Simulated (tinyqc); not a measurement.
Worked calculation: solubility, supersaturation, precipitation and gettering of an impurity in a silicon-like host. Computed by tinyqc, a small Python program that keeps every step. Command: `OMP_NUM_THREADS=1 python tinyqc.py 3014854 3014855 out.jsonl ripen walk`. One thread of a shared host (Intel(R) Xeon(R) Processor @ 2.30GHz), about 0.01 s of CPU time with the checks. Intermediate numbers are printed to about 5 digits and carried at full precision; extremes and crossings named in words are read from the listed rows.

The wafer was saturated at T1 and is then held at T.

Inputs (values chosen for the exercise, for a model impurity): site density N0 = 5e+22 1/cm^3; enthalpy of solution H = 3.04 eV; entropy of solution S = 7.9 k_B; diffusion prefactor D0 = 0.00098 cm^2/s; migration energy Q = 0.688 eV; temperature of saturation T1 = 1475 K; anneal temperature T = 847 K; sink density n = 7.2e+10 1/cm^3; initial sink radius r0 = 5.1 nm; impurity density in the precipitate C_p = 2.3e+22 1/cm^3; interface energy gamma = 0.56 J/m^2; anneal time t = 1.7 s; wafer thickness w = 775 micrometre; segregation energy E_g = 1.2 eV; segregation prefactor k_0 = 0.036; getter layer thickness t_g = 4.4 micrometre.

Gettering: segregation gettering in a layer.

Constants: k_B = 8.617333262e-05 eV/K; k_B = 1.380649e-23 J/K.

## Solubility, diffusivity, supersaturation

C_eq(T) = N0 exp(S/k_B - H/(k_B T)); D(T) = D0 exp(-Q/(k_B T)); C0 = C_eq(T1). Supersaturation s = C0/C_eq(T); critical radius r* = 2 gamma/(C_p k_B T ln s); barrier W* = (4 pi/3) gamma r*^2. Strain energy is left out.

C0 = 5.5313e+15 1/cm^3

C_eq(T) = 1.1001e+08 1/cm^3

D(T) = 7.8981e-08 cm^2/s

supersaturation s = 5.0280e+07

critical radius r* = 0.23482 nm

W*/(k_B T) = 11.061

Sinks of radius r0 are above r* and grow. The barrier is low enough for new nuclei to form. Caution: the barrier to homogeneous nucleation is below 35 k_B T for these inputs, so new precipitates would form and outnumber the fixed sinks assumed here. Caution: a critical radius of atomic size is outside the capillary model.

## Ham's law for sinks of fixed radius

tau0 = 1/(4 pi n r0 D); C_fixed(t) = C_eq + (C0 - C_eq) exp(-t/tau0). If all excess precipitates, the final radius is r_f = [r0^3 + 3 (C0 - C_eq)/(4 pi n C_p)]^(1/3), with tau_f = 1/(4 pi n r_f D).

tau0 = 27.439 s

C_fixed(t) = 5.1990e+15 1/cm^3

final radius r_f = 9.7612 nm

tau_f = 14.336 s

The sinks grow 1.9 times, so the fixed radius underrates the later rate.

## Growing precipitates

Growing sinks: with y = r/r_f and y0 = r0/r_f, dy/dt = (1 - y^3)/(3 tau_f y), which integrates to t/tau_f = F(y) - F(y0), F(y) = (1/2) ln[(1 + y + y^2)/(1 - y)^2] - sqrt(3) arctan[(2y + 1)/sqrt(3)]; the share of the excess left is (1 - y^3)/(1 - y0^3), and C(t) = C_eq + (C0 - C_eq) x share.

radius at t = 5.6802 nm

share of the excess left = 0.93652

C(t) with growing sinks = 5.1802e+15 1/cm^3

6.3 % of the excess has precipitated.

## Segregation into a layer on one face

k = k_0 exp(E_g/(k_B T)); in equilibrium the bulk keeps C/C0 = 1/(1 + k t_g/w). For a strong sink on one face the slowest diffusion mode has tau_w = 4 w^2/(pi^2 D), and C/C0 is estimated as c_eq + (1 - c_eq)(8/pi^2) sum over odd m up to 99 of exp(-m^2 t/tau_w)/m^2. Precipitation is left out here.

segregation coefficient k = 4.9715e+05

equilibrium C/C0 = 3.5417e-04

tau_w = 30821 s

mean C/C0 at t = 0.99390

Limited by diffusion: far more is left than the 3.5e-4 that equilibrium would leave. Caution: for so short a time the series is cut off too early to be exact.

## The best anneal temperature for the time t

C_eq(T) = N0 exp(S/k_B - H/(k_B T)); D(T) = D0 exp(-Q/(k_B T)); C0 = C_eq(T1). r_f = [r0^3 + 3 (C0 - C_eq)/(4 pi n C_p)]^(1/3), tau_f = 1/(4 pi n r_f D).

Dissolved share after t:
```
T (K)     C_eq/C0   tau_f (s)  C(t)/C0
664    2.0577e-13  1.9260e+02  0.99538
767    2.5819e-10  3.8319e+01  0.97657
885    1.1893e-07  9.5644e+00  0.90412
1003   1.2941e-05  3.3092e+00  0.72177
1121   5.2465e-04  1.4318e+00  0.42101
1239   1.0508e-02  7.2872e-01  0.15582
1342   9.3450e-02  4.5556e-01  0.12704
1416   3.6915e-01  3.6857e-01  0.37843
```

The lowest dissolved share among these rows is 0.13 at 1342 K. Above it solubility sets the floor; below it diffusion is too slow for this time. Solubility falls with H = 3.04 eV and diffusion with Q = 0.688 eV.

Checks made by the program: radius against numerical integration (relative difference 1e-10).
